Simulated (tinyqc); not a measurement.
Polytypes by hexagonality, and a cubic inclusion as a quantum well: sweeps and comparisons. A value that a table varies takes the place of the one given here.

Gap: E3 + (Es - E3) h/hs for h up to hs, then linear from Es to E2 at h = 1. Valence top Ev2 h and polarisation P2 h, both counted from 3C; Ec = Ev + gap.

A cubic inclusion of width L = N d in the host (h = 0.4) is a well of depth V = Ec(host) - Ec(3C). Square well with mass mismatch: k tan(k L/2) = (m_w/m_b) q, k = sqrt(m_w E/c), q = sqrt(m_b (V - E)/c), c = hbar^2/2m0, lowest root. The depth of the level, V - E, is its binding, and the transition to the valence top of the host is gap(host) - (V - E). The step in polarisation gives a field |F| = |P|/(eps eps0) in a thin inclusion, eps0 = 8.8541878e-12 F/m.

Constants: hbar^2/2m0 = 3.80998211 eV angstrom^2.

Inputs chosen for the exercise (of the order of those of SiC; not measured data): E3 = 2.37 eV (gap of the cubic polytype); E2 = 3.333 eV (gap of 2H); Ev2 = 0.151 eV (valence top of 2H above that of 3C); P2 = -0.0385 C/m^2 (spontaneous polarisation of 2H); Es = 3.269 eV (gap at the hexagonality hs); hs = 0.5 (hexagonality up to which the first line holds); m = (0.305, 0.315) m0 (electron mass along c in the cubic layer and in the host); d = 2.522 angstrom (thickness of a double layer); eps = 9.8 (dielectric constant); N = 3 (double layers in the cubic inclusion).

## Width of the inclusion

Without the field: square well. With it, the potential inside is |F| (z - L/2), the host conduction edge lies at V - |F| L/2 on one side and V + |F| L/2 on the other, and the lowest level E_F is found by finite differences (step 0.25 angstrom, wide box, good to about 1 meV). Holes sit in the host on the high side, so the transition is gap(host) - V + E_F - |F| L/2. A dash: bound by less than 2 meV or not at all.

Results:

| N | L (angstrom) | depth (eV) | transition (eV) | depth below the low side, with field (eV) | transition with field (eV) |
|---|---|---|---|---|---|
| 1 | 2.52 | 0.070 | 3.019 | 0.050 | 2.995 |
| 2 | 5.04 | 0.210 | 2.879 | 0.168 | 2.832 |
| 3 | 7.57 | 0.338 | 2.751 | 0.274 | 2.680 |
| 4 | 10.09 | 0.436 | 2.653 | 0.351 | 2.559 |
| 6 | 15.13 | 0.560 | 2.529 | 0.436 | 2.385 |
| 8 | 20.18 | 0.629 | 2.461 | 0.470 | 2.261 |
| 12 | 30.26 | 0.697 | 2.393 | 0.486 | 2.066 |

How do the results move?

The square well binds a level even at N = 1 (70 meV), as any symmetric one-dimensional well does; the depth grows to 697 of 780 meV, and the transition tends to E3 - Ev(host) = 2.310 eV. With the field the level is bound by 2 meV or more for N = 1, 2, 3, 4, 6, 8 and 12, and the transition is lowered by 24 meV at N = 1 and 327 meV at N = 12, where |F| L/2 = 269 meV. Free carriers or surface charge screen the field and the step between the two sides, and the attraction to the hole, left out here, binds the electron further.

## The same inclusion in several hosts

h from the stacking: 8H 1/4, 6H 1/3, 15R 2/5, 4H 1/2, 9R 2/3, 2H 1. V = Ec(host) - Ec(3C); square-well level from k tan(k L/2) = (m_w/m_b) q, k = sqrt(m_w E/c), q = sqrt(m_b (V - E)/c), L = N d; |F| = |P|/(eps eps0), eps0 = 8.8541878e-12 F/m.

Results:

| host | h | gap (eV) | V (eV) | depth (eV) | \|F\| (MV/cm) |
|---|---|---|---|---|---|
| 8H | 0.250 | 2.820 | 0.487 | 0.163 | 1.11 |
| 6H | 0.333 | 2.969 | 0.650 | 0.256 | 1.48 |
| 15R | 0.400 | 3.089 | 0.780 | 0.338 | 1.77 |
| 4H | 0.500 | 3.269 | 0.975 | 0.470 | 2.22 |
| 9R | 0.667 | 3.290 | 1.021 | 0.503 | 2.96 |
| 2H | 1.000 | 3.333 | 1.114 | 0.570 | 4.44 |

What does this show?

From 8H to 4H the well deepens by a factor of 2.00 and the bound level by 2.88, between the limits of a wide well (as V) and a thin one (as V^2); in 4H the level keeps 48 % of V; from 4H to 2H the gap gains only 64 meV while the field doubles. The depths leave the field out, although its drop |F| L reaches 336 meV in 2H.

## What each parameter does

Well depth, depth of the level, transition without the field and field. Each row changes one parameter from the base and keeps the others.

Results:

| case | V (eV) | depth (eV) | transition (eV) | \|F\| (MV/cm) |
|---|---|---|---|---|
| base | 0.7796 | 0.3382 | 2.7510 | 1.775 |
| N = 4 | 0.7796 | 0.4359 | 2.6533 | 1.775 |
| Ev2 = 0.181 eV | 0.7916 | 0.3461 | 2.7431 | 1.775 |
| E3 = 2.35 eV | 0.7956 | 0.3487 | 2.7365 | 1.775 |
| E2 = 3.363 eV | 0.7796 | 0.3382 | 2.7510 | 1.775 |
| P2 = -0.0501 C/m^2 | 0.7796 | 0.3382 | 2.7510 | 2.310 |
| eps = 10.8 | 0.7796 | 0.3382 | 2.7510 | 1.610 |
| m = (0.366, 0.315) m0 | 0.7796 | 0.3485 | 2.7407 | 1.775 |

What does this show?

The largest shifts from the base row, up to three for each result and ties (the steps differ in size, so this ranks the rows, not the parameters). V (eV): E3 +0.0160, Ev2 +0.0120; unchanged at the printed digits by N, E2, P2, eps and m. depth (eV): N +0.0977, E3 +0.0105, m +0.0103; unchanged at the printed digits by E2, P2 and eps. transition (eV): N -0.0977, E3 -0.0145, m -0.0103; unchanged at the printed digits by E2, P2 and eps. |F| (MV/cm): P2 +0.535, eps -0.164; unchanged at the printed digits by N, Ev2, E3, E2 and m.

Computed by tinyqc, a small Python program: `OMP_NUM_THREADS=1 python tinyqc.py 1850535 1850536 out.jsonl` (the numbers bound the seed that draws the inputs); one thread of a shared host (Intel(R) Xeon(R) Processor @ 2.30GHz), about 0.04 s for the whole set of steps.
